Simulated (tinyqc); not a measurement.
Inside a calculation. Model: thermionic-field emission through a Schottky barrier, WKB.

Computed by the program tinyqc: `OMP_NUM_THREADS=1 python tinyqc.py 2640160 2640161 out.jsonl`, one thread of a shared Intel Xeon 2.30GHz, about 0.06 s for the whole run. Printed values are rounded.

Metal on an n-type semiconductor with one parabolic valley; V > 0 is forward bias (metal positive). Energies E are counted from the conduction edge of the neutral semiconductor, whose Fermi level lies at -xi; that of the metal lies at -xi - V. The barrier is a parabola of height Vd = phi - xi - V (depletion approximation, no image force).

Parameters, values chosen for the exercise; band and dielectric values those of a made-up semiconductor: temperature T = 300 K; electron mass me = 0.462 m0; relative permittivity eps_r = 8.23; barrier height seen from the metal phi = 0.78 eV; donor density Nd = 1.2e19 cm^-3; bias V = 0.12 V; points of the energy grid nE = 15; upper end of the energy grid Eb = 0.57 eV.

Constants: q = 1.602176634e-19 C, kB = 1.380649e-23 J/K, hbar = 1.054571817e-34 J s, h = 6.62607015e-34 J s, m0 = 9.1093837015e-31 kg, Vt = kB T/q, eps0 = 8.8541878128e-14 F/cm where lengths are in cm. Results are converted to the units shown.

Range of the model: The depletion approximation, a parabolic band and the neglect of image-force lowering make these currents estimates at high doping.

## Fermi level, barrier and E00

Nc = 2 (2 pi me m0 kB T/h^2)^1.5 (times 1e-6 for cm^-3); Nd = Nc F12(-xi/Vt), F12(x) = (2/sqrt(pi)) int_0^infinity sqrt(u)/(1 + exp(u - x)) du; E00 = (hbar/2) sqrt(Nd/(me m0 eps0 eps_r)) in SI units (volts). W = sqrt(2 eps0 eps_r Vd/(q Nd)).

Nc = 7.880159e18 cm^-3
xi = -0.02450707 eV
Vd = 0.6845071 V
W = 7.203315 nm
E00 = 32.98352 meV
E00/Vt = 1.275860

By a common rule of thumb, E00/Vt below 0.5 marks thermionic emission, 0.5 to 5 thermionic-field emission and above 5 field emission. By that rule alone: thermionic-field emission; with a high barrier, tunnelling near its top can carry most of the current even below 0.5.

## Current density on a coarse grid

For E < Vd, ln T(E) = -(Vd/E00) [sqrt(1 - y) - y ln((1 + sqrt(1 - y))/sqrt(y))], y = E/Vd; T(E) = 1 above. J = A* T (q/kB) int_0^infinity T(E) N(E) dE, N = ln[(1 + exp((-xi - E)/Vt))/(1 + exp((-xi - V - E)/Vt))], A* = 4 pi q me m0 kB^2/h^3 (times 1e-4 for A/(cm^2 K^2)). Simpson's rule on nE equally spaced points from 0 to Eb.

```
point,E (eV),T(E),N,T(E) N
0,0.0000000,9.707020e-10,1.250925,1.214275e-9
1,0.0407143,2.393962e-8,0.4228937,1.012391e-8
2,0.0814286,2.461575e-7,0.1038361,2.556003e-8
3,0.1221429,1.795935e-6,0.02241872,4.026256e-8
4,0.1628571,1.040054e-5,0.004683568,4.871165e-8
5,0.2035714,5.038925e-5,9.714694e-4,4.895162e-8
6,0.2442857,2.105200e-4,2.012008e-4,4.235681e-8
7,0.2850000,7.732572e-4,4.165769e-5,3.221211e-8
8,0.3257143,0.002529814,8.624473e-6,2.181831e-8
9,0.3664286,0.007438252,1.785518e-6,1.328113e-8
10,0.4071429,0.01977333,3.696533e-7,7.309276e-9
11,0.4478571,0.04769848,7.652878e-8,3.650307e-9
12,0.4885714,0.1045698,1.584364e-8,1.656767e-9
13,0.5292857,0.2081885,3.280084e-9,6.828757e-10
14,0.5700000,0.3750155,6.790709e-10,2.546621e-10
```

J = 2.342352 A/cm^2

The integrand peaks at E = 0.204 eV among these points, 0.30 of the barrier height. A converged quadrature gives 2.345 A/cm^2 (this grid is 0.10 % below that), of which 0.0017 % passes over the barrier.
